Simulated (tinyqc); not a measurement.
A tight-binding chain with uneven site energies, recursive Green functions: two steps of the calculation.

The device has N = 7 slices of 1 site(s), nearest-neighbour hopping -t, and site energies U; the leads are semi-infinite continuations with site energy 0. V = <i+1|H|i> = -t 1.

Parameters, values chosen for the exercise:
```
symbol                                       value  unit                        meaning
t                                                1    eV    hopping (matrix element -t)
U       [-0.04, 0.06, 0.18, 0.04, 0.01, 0.3, 0.06]    eV  site energies, slice by slice
E                                            -1.28    eV                         energy
```

Question 1. Forward pass. Forward pass: g_1 = (E - H_1 - Sigma)^(-1), g_i = (E - H_i - V g_(i-1) V^dagger)^(-1), with Sigma also subtracted on the last slice; G_(i,1) = g_i V G_(i-1,1), starting from g_1. H_i is the block of slice i, its site energy.

Sigma = -0.64000000-0.76837491i eV

Find: g_i; G_(i,1) of the forward pass.

Answer 1.

```
site	g_i (1/eV)	G_(i,1) of the forward pass (1/eV)
1	-0.63131-0.80848i	-0.6313-0.8085i
2	-0.61312-0.69945i	0.1784-0.9373i
3	-0.70197-0.57977i	0.6686-0.5545i
4	-0.86066-0.80737i	1.0231+0.0626i
5	-0.51346-0.96555i	0.4649+1.0200i
6	-0.51529-0.46649i	-0.2363+0.7425i
7	-0.11848-0.79208i	-0.6161-0.0992i
```

Question 2. Backward pass. Backward pass: G_NN = g_N, G_ii = g_i + g_i V^dagger G_(i+1,i+1) V g_i; local density of states -Im G_ii/pi on each site.

g_i, site 1 to 7 (1/eV): -0.63131313-0.80847528i  -0.61312021-0.69945213i  -0.70196672-0.57976601i  -0.86065819-0.80736812i  -0.51345763-0.96554613i  -0.51528965-0.46649429i  -0.11847851-0.79208048i

Give: G_ii; local density of states.

Answer 2.

```
site	G_ii (1/eV)	local density of states (1/eV)
1	0.15686-0.74775i	0.23802
2	-0.12560-0.74073i	0.23578
3	-0.12110-0.55240i	0.17584
4	0.16484-0.68191i	0.21706
5	0.13691-0.72915i	0.23210
6	-0.14017-0.56140i	0.17870
7	-0.11848-0.79208i	0.25213
```

A site of an infinite clean chain has 1/(pi sqrt(4 t^2 - x^2)) = 0.207 1/eV at this energy (x counted from the band centre); the device goes from 0.176 (site 3) to 0.252 (site 7).

Program tinyqc, `OMP_NUM_THREADS=1 python tinyqc.py 2660109 2660110 out.jsonl`; Intel Xeon 2.30GHz, shared host, one thread, about 0.02 s.
